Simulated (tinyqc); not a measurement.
Specific resistance of a metal-semiconductor contact and its transmission-line measurement: one step, computed by the program tinyqc.

The barrier is parabolic (depletion approximation), energies E are normal energies counted from the band edge in the neutral semiconductor (downwards for holes), and the bias is zero. xi is an input, held fixed when other inputs move.

Question. Current crowding. Transmission-line model: transfer length L_T = sqrt(rho_c/R_sh); R_c = (R_sh L_T/W) coth(d/L_T). Limits: rho_c/(W d) for d << L_T, sqrt(rho_c R_sh)/W for d >> L_T.

Inputs (values chosen for the exercise, modelled on n-type germanium):

| quantity | value | unit |
|---|---|---|
| temperature T | 300 | K |
| sheet resistance R_sh | 300 | ohm |
| contact length d | 13 | micrometre |
| contact width W | 1.9 | micrometre |

Image-force lowering: included.

specific contact resistance rho_c = 4.232427e-07 ohm cm^2

Give: transfer length L_T; d/L_T; contact resistance R_c; R_c W; short-contact limit; long-contact limit.

Answer.

transfer length L_T = 0.3756 micrometre

d/L_T = 34.61

contact resistance R_c = 59.31 ohm

R_c W = 112.7 ohm micrometre

short-contact limit = 1.714 ohm

long-contact limit = 59.31 ohm

The contact is long: current crowds at the front edge, and more length does not help.
